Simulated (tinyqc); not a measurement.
Drift layer from breakdown voltage and on-resistance.

Problem. An ideal drift layer with a triangular field at breakdown has BV = Ec W/2, N = eps0 eps_r Ec/(q W) and Ron = W/(q mu N). Find Ec, W and N.

Parameters, values chosen for the exercise: relative permittivity eps_r = 9.6; electron mobility of the drift layer mu = 953 cm^2/(V s).

Constants: q = 1.602176634e-19 C, eps0 = 8.8541878128e-14 F/cm where lengths are in cm. Results are converted to the units shown.

BV = 438.07206 V
Ron = 0.024635741 mohm cm^2

Answer. Eliminating W and N gives Ron = 4 BV^2/(eps0 eps_r mu Ec^3), which yields Ec.

Ec = 3376 kV/cm
W = 2.595 um
N = 6.900e16 cm^-3

Numbers from tinyqc (`OMP_NUM_THREADS=1 python tinyqc.py 2120136 2120137 out.jsonl`; about 0.09 s on one thread of a shared Intel Xeon 2.30GHz).
